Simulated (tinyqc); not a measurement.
ROHF in the 6-31g basis, for H4, spin multiplicity 3, step by step (part 2 of 2). Computed by tinyqc, a small Python program that keeps every step (integrals from PySCF). Command: `OMP_NUM_THREADS=1 python tinyqc.py 30632 30633 out.jsonl` (the two numbers bound the seeds that draw the settings). One thread of a shared host (Intel(R) Xeon(R) Processor @ 2.60GHz), about 0.05 s of CPU time with the checks.

Geometry (angstrom):
```
atom,x,y,z
H,0.000000,0.000000,0.000000
H,0.000000,0.000000,1.310000
H,0.000000,0.990000,0.000000
H,0.000000,0.990000,1.310000
```

## Iteration 1: diagonalisation and new density

effective F (hartree), lower triangle:
```
,1H 1s,1H 2s,2H 1s,2H 2s,3H 1s,3H 2s,4H 1s,4H 2s
1H 1s,0.089518
1H 2s,-0.401531,-0.297957
2H 1s,-0.230430,-0.296709,0.089518
2H 2s,-0.296709,-0.318146,-0.401531,-0.297957
3H 1s,-0.355892,-0.359447,-0.089801,-0.237023,0.089518
3H 2s,-0.359447,-0.333645,-0.237023,-0.319907,-0.401531,-0.297957
4H 1s,-0.089801,-0.237023,-0.355892,-0.359447,-0.230430,-0.296709,0.089518
4H 2s,-0.237023,-0.319907,-0.359447,-0.333645,-0.296709,-0.318146,-0.401531,-0.297957
```

X:
```
,1,2,3,4,5,6,7,8
1H 1s,-0.424169,-0.559074,-0.548838,0.665822,0.584003,0.431844,0.331048,0.138051
1H 2s,1.901029,0.981423,0.788520,-0.426818,0.130306,0.246003,0.230422,0.215355
2H 1s,0.424169,-0.559074,0.548838,0.665822,-0.584003,0.431844,-0.331048,0.138051
2H 2s,-1.901029,0.981423,-0.788520,-0.426818,-0.130306,0.246003,-0.230422,0.215355
3H 1s,0.424169,0.559074,-0.548838,0.665822,-0.584003,-0.431844,0.331048,0.138051
3H 2s,-1.901029,-0.981423,0.788520,-0.426818,-0.130306,-0.246003,0.230422,0.215355
4H 1s,-0.424169,0.559074,0.548838,0.665822,0.584003,-0.431844,-0.331048,0.138051
4H 2s,1.901029,-0.981423,-0.788520,-0.426818,0.130306,-0.246003,-0.230422,0.215355
```

Diagonalise F' = X^T F X, C = X C', fill 3 alpha and 1 beta electrons from the bottom; D(s) = C_occ C_occ^T. Each column has its largest component positive (the first on a tie).

F' = X^T F X (hartree), lower triangle:
```
,1,2,3,4,5,6,7,8
1,0.798632
2,0.000000,0.972056
3,0.000000,0.000000,0.867703
4,0.000000,0.000000,0.000000,0.978091
5,-0.472790,0.000000,0.000000,0.000000,0.812517
6,0.000000,-0.374714,0.000000,0.000000,0.000000,0.149926
7,0.000000,0.000000,-0.156779,0.000000,0.000000,0.000000,-0.113696
8,0.000000,0.000000,0.000000,-0.186296,0.000000,0.000000,0.000000,-0.588187
```

orbital energies (hartree): MO1 -0.610041, MO2 -0.138133, MO3 0.004767, MO4 0.332734, MO5 0.892140, MO6 0.999944, MO7 1.117215, MO8 1.278416

coefficients C:
```
,MO1,MO2,MO3,MO4,MO5,MO6,MO7,MO8
1H 1s,0.214683,0.242573,0.200731,0.107783,-0.593275,0.645204,-0.677318,-0.713696
1H 2s,0.164161,0.349112,0.583909,1.445524,0.743626,-0.449002,0.826292,1.241512
2H 1s,0.214683,-0.242573,0.200731,-0.107783,0.593275,0.645204,-0.677318,0.713696
2H 2s,0.164161,-0.349112,0.583909,-1.445524,-0.743626,-0.449002,0.826292,-1.241512
3H 1s,0.214683,0.242573,-0.200731,-0.107783,-0.593275,0.645204,0.677318,0.713696
3H 2s,0.164161,0.349112,-0.583909,-1.445524,0.743626,-0.449002,-0.826292,-1.241512
4H 1s,0.214683,-0.242573,-0.200731,0.107783,0.593275,0.645204,0.677318,-0.713696
4H 2s,0.164161,-0.349112,-0.583909,1.445524,-0.743626,-0.449002,-0.826292,1.241512
```

D(alpha) after iteration 1, lower triangle:
```
,1H 1s,1H 2s,2H 1s,2H 2s,3H 1s,3H 2s,4H 1s,4H 2s
1H 1s,0.145223
1H 2s,0.237137,0.489778
2H 1s,0.027540,0.067766,0.145223
2H 2s,0.067766,0.246020,0.237137,0.489778
3H 1s,0.064637,0.002719,-0.053046,-0.166651,0.145223
3H 2s,0.002719,-0.192122,-0.166651,-0.435880,0.237137,0.489778
4H 1s,-0.053046,-0.166651,0.064637,0.002719,0.027540,0.067766,0.145223
4H 2s,-0.166651,-0.435880,0.002719,-0.192122,0.067766,0.246020,0.237137,0.489778
```

D(beta) after iteration 1, lower triangle:
```
,1H 1s,1H 2s,2H 1s,2H 2s,3H 1s,3H 2s,4H 1s,4H 2s
1H 1s,0.046089
1H 2s,0.035243,0.026949
2H 1s,0.046089,0.035243,0.046089
2H 2s,0.035243,0.026949,0.035243,0.026949
3H 1s,0.046089,0.035243,0.046089,0.035243,0.046089
3H 2s,0.035243,0.026949,0.035243,0.026949,0.035243,0.026949
4H 1s,0.046089,0.035243,0.046089,0.035243,0.046089,0.035243,0.046089
4H 2s,0.035243,0.026949,0.035243,0.026949,0.035243,0.026949,0.035243,0.026949
```

## Iteration 2: building the Fock matrix

core Hamiltonian H = T + V (hartree), lower triangle:
```
,1H 1s,1H 2s,2H 1s,2H 2s,3H 1s,3H 2s,4H 1s,4H 2s
1H 1s,-1.517305
1H 2s,-1.306515,-1.565640
2H 1s,-0.308006,-0.658745,-1.517305
2H 2s,-0.658745,-1.076195,-1.306515,-1.565640
3H 1s,-0.675493,-0.904819,-0.119938,-0.453051,-1.517305
3H 2s,-0.904819,-1.285495,-0.453051,-0.880109,-1.306515,-1.565640
4H 1s,-0.119938,-0.453051,-0.675493,-0.904819,-0.308006,-0.658745,-1.517305
4H 2s,-0.453051,-0.880109,-0.904819,-1.285495,-0.658745,-1.076195,-1.306515,-1.565640
```

nuclear repulsion = 2.52149673 hartree

Given earlier and not repeated: Two-electron integrals (ij|kl) in chemists' order.

J_ij = sum D_kl (ij|kl) with D = D(alpha) + D(beta), K_ij = sum D_kl (ik|jl) for each spin; F = H + J - K(s); E = tr D H + tr D J / 2 - 0.5 sum_s tr D(s) K(s) + E_nn.

Coulomb J (hartree), lower triangle:
```
,1H 1s,1H 2s,2H 1s,2H 2s,3H 1s,3H 2s,4H 1s,4H 2s
1H 1s,1.986611
1H 2s,1.224596,1.586414
2H 1s,0.212126,0.566629,1.986611
2H 2s,0.566629,1.024841,1.224596,1.586414
3H 1s,0.532003,0.795041,0.068547,0.368667,1.986611
3H 2s,0.795041,1.243462,0.368667,0.804462,1.224596,1.586414
4H 1s,0.068547,0.368667,0.532003,0.795041,0.212126,0.566629,1.986611
4H 2s,0.368667,0.804462,0.795041,1.243462,0.566629,1.024841,1.224596,1.586414
```

exchange K(alpha) (hartree), lower triangle:
```
,1H 1s,1H 2s,2H 1s,2H 2s,3H 1s,3H 2s,4H 1s,4H 2s
1H 1s,0.608664
1H 2s,0.502043,0.530002
2H 1s,0.130916,0.252475,0.608664
2H 2s,0.252475,0.369061,0.502043,0.530002
3H 1s,0.281409,0.354904,0.012238,0.149878,0.608664
3H 2s,0.354904,0.439869,0.149878,0.292323,0.502043,0.530002
4H 1s,0.012238,0.149878,0.281409,0.354904,0.130916,0.252475,0.608664
4H 2s,0.149878,0.292323,0.354904,0.439869,0.252475,0.369061,0.502043,0.530002
```

exchange K(beta) (hartree), lower triangle:
```
,1H 1s,1H 2s,2H 1s,2H 2s,3H 1s,3H 2s,4H 1s,4H 2s
1H 1s,0.256235
1H 2s,0.253531,0.301954
2H 1s,0.136123,0.199455,0.256235
2H 2s,0.199455,0.270748,0.253531,0.301954
3H 1s,0.176778,0.225597,0.113982,0.181706,0.256235
3H 2s,0.225597,0.288140,0.181706,0.259425,0.253531,0.301954
4H 1s,0.113982,0.181706,0.176778,0.225597,0.136123,0.199455,0.256235
4H 2s,0.181706,0.259425,0.225597,0.288140,0.199455,0.270748,0.253531,0.301954
```

F(alpha) (hartree), lower triangle:
```
,1H 1s,1H 2s,2H 1s,2H 2s,3H 1s,3H 2s,4H 1s,4H 2s
1H 1s,-0.139358
1H 2s,-0.583962,-0.509228
2H 1s,-0.226796,-0.344591,-0.139358
2H 2s,-0.344591,-0.420415,-0.583962,-0.509228
3H 1s,-0.424899,-0.464682,-0.063629,-0.234262,-0.139358
3H 2s,-0.464682,-0.481901,-0.234262,-0.367970,-0.583962,-0.509228
4H 1s,-0.063629,-0.234262,-0.424899,-0.464682,-0.226796,-0.344591,-0.139358
4H 2s,-0.234262,-0.367970,-0.464682,-0.481901,-0.344591,-0.420415,-0.583962,-0.509228
```

F(beta) (hartree), lower triangle:
```
,1H 1s,1H 2s,2H 1s,2H 2s,3H 1s,3H 2s,4H 1s,4H 2s
1H 1s,0.213071
1H 2s,-0.335450,-0.281181
2H 1s,-0.232004,-0.291571,0.213071
2H 2s,-0.291571,-0.322102,-0.335450,-0.281181
3H 1s,-0.320268,-0.335375,-0.165373,-0.266090,0.213071
3H 2s,-0.335375,-0.330173,-0.266090,-0.335072,-0.335450,-0.281181
4H 1s,-0.165373,-0.266090,-0.320268,-0.335375,-0.232004,-0.291571,0.213071
4H 2s,-0.266090,-0.335072,-0.335375,-0.330173,-0.291571,-0.322102,-0.335450,-0.281181
```

total energy of this density = -1.99273237 hartree

## Iteration 2: Roothaan effective Fock matrix

overlap S, lower triangle:
```
,1H 1s,1H 2s,2H 1s,2H 2s,3H 1s,3H 2s,4H 1s,4H 2s
1H 1s,1.000000
1H 2s,0.658292,1.000000
2H 1s,0.104081,0.294329,1.000000
2H 2s,0.294329,0.610071,0.658292,1.000000
3H 1s,0.259790,0.415580,0.032131,0.186020,1.000000
3H 2s,0.415580,0.754096,0.186020,0.460052,0.658292,1.000000
4H 1s,0.032131,0.186020,0.259790,0.415580,0.104081,0.294329,1.000000
4H 2s,0.186020,0.460052,0.415580,0.754096,0.294329,0.610071,0.658292,1.000000
```

With projectors Pc = D(beta) S, Po = (D(alpha) - D(beta)) S, Pv = 1 - D(alpha) S, the block xy is Px^T F Py; with Fc = (F(alpha) + F(beta))/2, the blocks are Fc for cc, oo, vv and cv, F(beta) for co and F(alpha) for ov.

effective F (hartree), lower triangle:
```
,1H 1s,1H 2s,2H 1s,2H 2s,3H 1s,3H 2s,4H 1s,4H 2s
1H 1s,0.015864
1H 2s,-0.462592,-0.386206
2H 1s,-0.227767,-0.319802,0.015864
2H 2s,-0.319802,-0.374802,-0.462592,-0.386206
3H 1s,-0.374217,-0.398308,-0.093509,-0.247290,0.015864
3H 2s,-0.398308,-0.402494,-0.247290,-0.360520,-0.462592,-0.386206
4H 1s,-0.093509,-0.247290,-0.374217,-0.398308,-0.227767,-0.319802,0.015864
4H 2s,-0.247290,-0.360520,-0.398308,-0.402494,-0.319802,-0.374802,-0.462592,-0.386206
```

## Iteration 2: diagonalisation and new density

As before.

F' = X^T F X (hartree), lower triangle:
```
,1,2,3,4,5,6,7,8
1,0.766194
2,0.000000,0.928041
3,0.000000,0.000000,0.839784
4,0.000000,0.000000,0.000000,0.930795
5,-0.454542,0.000000,0.000000,0.000000,0.722407
6,0.000000,-0.401771,0.000000,0.000000,0.000000,0.075058
7,0.000000,0.000000,-0.170004,0.000000,0.000000,0.000000,-0.206885
8,0.000000,0.000000,0.000000,-0.172006,0.000000,0.000000,0.000000,-0.674166
```

orbital energies (hartree): MO1 -0.692393, MO2 -0.233805, MO3 -0.084381, MO4 0.289232, MO5 0.866704, MO6 0.949022, MO7 1.087480, MO8 1.199370

coefficients C:
```
,MO1,MO2,MO3,MO4,MO5,MO6,MO7,MO8
1H 1s,0.207445,0.241135,0.195173,0.130140,-0.593861,0.647567,-0.678941,-0.709959
1H 2s,0.169179,0.350912,0.590662,1.405828,0.742778,-0.447135,0.821479,1.286290
2H 1s,0.207445,-0.241135,0.195173,-0.130140,0.593861,0.647567,-0.678941,0.709959
2H 2s,0.169179,-0.350912,0.590662,-1.405828,-0.742778,-0.447135,0.821479,-1.286290
3H 1s,0.207445,0.241135,-0.195173,-0.130140,-0.593861,0.647567,0.678941,0.709959
3H 2s,0.169179,0.350912,-0.590662,-1.405828,0.742778,-0.447135,-0.821479,-1.286290
4H 1s,0.207445,-0.241135,-0.195173,0.130140,0.593861,0.647567,0.678941,-0.709959
4H 2s,0.169179,-0.350912,-0.590662,1.405828,-0.742778,-0.447135,-0.821479,1.286290
```

D(alpha) after iteration 2, lower triangle:
```
,1H 1s,1H 2s,2H 1s,2H 2s,3H 1s,3H 2s,4H 1s,4H 2s
1H 1s,0.139272
1H 2s,0.234994,0.500642
2H 1s,0.022980,0.065759,0.139272
2H 2s,0.065759,0.254364,0.234994,0.500642
3H 1s,0.063087,0.004431,-0.053205,-0.164803,0.139272
3H 2s,0.004431,-0.197121,-0.164803,-0.443399,0.234994,0.500642
4H 1s,-0.053205,-0.164803,0.063087,0.004431,0.022980,0.065759,0.139272
4H 2s,-0.164803,-0.443399,0.004431,-0.197121,0.065759,0.254364,0.234994,0.500642
```

D(beta) after iteration 2, lower triangle:
```
,1H 1s,1H 2s,2H 1s,2H 2s,3H 1s,3H 2s,4H 1s,4H 2s
1H 1s,0.043034
1H 2s,0.035095,0.028621
2H 1s,0.043034,0.035095,0.043034
2H 2s,0.035095,0.028621,0.035095,0.028621
3H 1s,0.043034,0.035095,0.043034,0.035095,0.043034
3H 2s,0.035095,0.028621,0.035095,0.028621,0.035095,0.028621
4H 1s,0.043034,0.035095,0.043034,0.035095,0.043034,0.035095,0.043034
4H 2s,0.035095,0.028621,0.035095,0.028621,0.035095,0.028621,0.035095,0.028621
```

## Iteration 6 (converged): orbitals

converged F (hartree), lower triangle:
```
,1H 1s,1H 2s,2H 1s,2H 2s,3H 1s,3H 2s,4H 1s,4H 2s
1H 1s,0.012447
1H 2s,-0.465196,-0.391126
2H 1s,-0.226816,-0.320785,0.012447
2H 2s,-0.320785,-0.378379,-0.465196,-0.391126
3H 1s,-0.374414,-0.399885,-0.093003,-0.247775,0.012447
3H 2s,-0.399885,-0.406497,-0.247775,-0.363363,-0.465196,-0.391126
4H 1s,-0.093003,-0.247775,-0.374414,-0.399885,-0.226816,-0.320785,0.012447
4H 2s,-0.247775,-0.363363,-0.399885,-0.406497,-0.320785,-0.378379,-0.465196,-0.391126
```

As before.

F' = X^T F X (hartree), lower triangle:
```
,1,2,3,4,5,6,7,8
1,0.764318
2,0.000000,0.924901
3,0.000000,0.000000,0.836836
4,0.000000,0.000000,0.000000,0.928629
5,-0.453320,0.000000,0.000000,0.000000,0.717072
6,0.000000,-0.402433,0.000000,0.000000,0.000000,0.071293
7,0.000000,0.000000,-0.169597,0.000000,0.000000,0.000000,-0.211295
8,0.000000,0.000000,0.000000,-0.169066,0.000000,0.000000,0.000000,-0.678520
```

orbital energies (hartree): MO1 -0.696113, MO2 -0.238054, MO3 -0.088515, MO4 0.286761, MO5 0.863595, MO6 0.946221, MO7 1.084709, MO8 1.194630

coefficients C:
```
,MO1,MO2,MO3,MO4,MO5,MO6,MO7,MO8
1H 1s,0.206221,0.241465,0.195018,0.131536,-0.593727,0.647958,-0.678985,-0.709702
1H 2s,0.170023,0.350499,0.590849,1.403294,0.742973,-0.446815,0.821344,1.289053
2H 1s,0.206221,-0.241465,0.195018,-0.131536,0.593727,0.647958,-0.678985,0.709702
2H 2s,0.170023,-0.350499,0.590849,-1.403294,-0.742973,-0.446815,0.821344,-1.289053
3H 1s,0.206221,0.241465,-0.195018,-0.131536,-0.593727,0.647958,0.678985,0.709702
3H 2s,0.170023,0.350499,-0.590849,-1.403294,0.742973,-0.446815,-0.821344,-1.289053
4H 1s,0.206221,-0.241465,-0.195018,0.131536,0.593727,0.647958,0.678985,-0.709702
4H 2s,0.170023,-0.350499,-0.590849,1.403294,-0.742973,-0.446815,-0.821344,1.289053
```

D(alpha) after iteration 6, lower triangle:
```
,1H 1s,1H 2s,2H 1s,2H 2s,3H 1s,3H 2s,4H 1s,4H 2s
1H 1s,0.138865
1H 2s,0.234922,0.500860
2H 1s,0.022254,0.065656,0.138865
2H 2s,0.065656,0.255161,0.234922,0.500860
3H 1s,0.062800,0.004469,-0.053811,-0.164797,0.138865
3H 2s,0.004469,-0.197345,-0.164797,-0.443044,0.234922,0.500860
4H 1s,-0.053811,-0.164797,0.062800,0.004469,0.022254,0.065656,0.138865
4H 2s,-0.164797,-0.443044,0.004469,-0.197345,0.065656,0.255161,0.234922,0.500860
```

D(beta) after iteration 6, lower triangle:
```
,1H 1s,1H 2s,2H 1s,2H 2s,3H 1s,3H 2s,4H 1s,4H 2s
1H 1s,0.042527
1H 2s,0.035062,0.028908
2H 1s,0.042527,0.035062,0.042527
2H 2s,0.035062,0.028908,0.035062,0.028908
3H 1s,0.042527,0.035062,0.042527,0.035062,0.042527
3H 2s,0.035062,0.028908,0.035062,0.028908,0.035062,0.028908
4H 1s,0.042527,0.035062,0.042527,0.035062,0.042527,0.035062,0.042527
4H 2s,0.035062,0.028908,0.035062,0.028908,0.035062,0.028908,0.035062,0.028908
```

## Convergence

Stop when the energy changes by less than 1e-08 hartree and every element of the error matrix X^T (F D S - S D F) X is below 3e-05.

Course of the cycle:
```
iteration,E (hartree),change,largest element of the error matrix
1,-1.86051948,-,3.62e-01
2,-1.99273237,-1.32e-01,3.68e-02
3,-1.99328936,-5.57e-04,5.20e-03
4,-1.99329925,-9.88e-06,8.37e-04
5,-1.99329952,-2.75e-07,1.46e-04
6,-1.99329953,-9.04e-09,2.64e-05
```

PySCF ROHF in the same basis = -1.99329953 hartree

Converged in 6 iterations.

## Populations, bond orders and dipole

Mulliken: Z minus the diagonal of D S on the atom; Loewdin: the same with S^(1/2) D S^(1/2); Mayer order: 2 sum_s sum (D(s) S)_ij (D(s) S)_ji over the two atoms.

Charges (e):
```
atom,Mulliken,Loewdin,Mulliken spin
1H,0,0,0.500000
2H,0,0,0.500000
3H,0,0,0.500000
4H,0,0,0.500000
```

Mayer bond orders:
```
pair,order
2-1,0.274587
3-1,0.228286
3-2,0.182371
4-1,0.182371
4-2,0.228286
4-3,0.274587
```

dipole moment about the origin, x y z (debye): 0.000000  0.000000  0.000000
